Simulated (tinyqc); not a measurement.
Electron-beam lithography: double-Gaussian proximity function, edge placement and dose correction for parallel lines. Changing the backscatter ratio eta. Computed by tinyqc, a small Python program. Command: `OMP_NUM_THREADS=1 python tinyqc.py 3112196 3112197 out.jsonl proximity sweep`. One thread of a shared host (Intel(R) Xeon(R) Processor @ 2.30GHz), about 0.01 s of CPU time with the checks.

Lines are infinitely long. Absorbed energy is counted so that the middle of a very large area written at dose 1 receives 1; the resist develops where it exceeds 1/2.

Inputs (values chosen for the exercise, of the order of those for 20 keV electrons in resist on silicon):

| quantity | value | unit |
|---|---|---|
| forward range alpha | 0.021 | micrometre |
| backscatter range beta | 2.2 | micrometre |
| base dose D0 | 490 | microcoulomb/cm^2 |
| width of the test line | 0.1 | micrometre |
| pattern density around the test line | 0.31 | - |

line widths (micrometre): 0.046  2.9  0.059  1.5

gaps between the lines (micrometre): 0.83  0.054  0.062

Method:
- The first line starts at x = 0; each next one starts after the width and the gap.
- f(r) = [exp(-r^2/alpha^2)/alpha^2 + eta exp(-r^2/beta^2)/beta^2]/(pi (1 + eta)). A line from a to b at dose d gives E(x) = d [S(alpha) + eta S(beta)]/(1 + eta), S(s) = [erf((b - x)/s) - erf((a - x)/s)]/2.
- M_ij is the mean of E at the two edges of line i from line j at dose 1.
- Uncorrected edge energies are M 1. Solve M d = 1/2 for the doses d that put the mean edge energy of every line at the threshold.
- A test line of width w << beta in surroundings of density rho, all at dose d: near its edge E(x) = d [S + eta rho]/(1 + eta), S = [erf((b - x)/alpha) - erf((a - x)/alpha)]/2 for edges a and b, the second term being the background energy. Dose to size d_s = (1 + eta)/(erf(w/alpha) + 2 eta rho), dose = d_s D0; edge slope d [1 - exp(-w^2/alpha^2)]/(sqrt(pi) alpha (1 + eta)); width change per 1 % of dose = 2 x 0.01 x (1/2)/slope.

One run for each value:

| backscatter ratio eta | largest over smallest dose | dose to size d_s | width change per 1 % of dose (nm) |
|---|---|---|---|
| 0.1 | 1.1027 | 1.0358 | 0.39529 |
| 0.3 | 1.3225 | 1.0961 | 0.44145 |
| 0.5 | 1.5709 | 1.1450 | 0.48760 |
| 0.7 | 1.8539 | 1.1855 | 0.53376 |
| 0.9 | 2.1791 | 1.2195 | 0.57991 |
| 1.1 | 2.5567 | 1.2485 | 0.62607 |
| 1.3 | 3.0005 | 1.2735 | 0.67222 |
| 1.5 | 3.5294 | 1.2953 | 0.71838 |
| 1.7 | 4.1706 | 1.3145 | 0.76453 |

What does the table show?

Over the rows, largest over smallest dose rises from 1.10 to 4.17 (exponent d ln y / d ln x 0.17 between the first rows and 1.3 between the last); dose to size d_s rises from 1.04 to 1.31 (exponent d ln y / d ln x 0.052 between the first rows and 0.12 between the last); width change per 1 % of dose (nm) rises from 0.395 to 0.765 (exponent d ln y / d ln x 0.10 between the first rows and 0.50 between the last).

Extremes, crossings and ranges named in words are read from the listed rows.
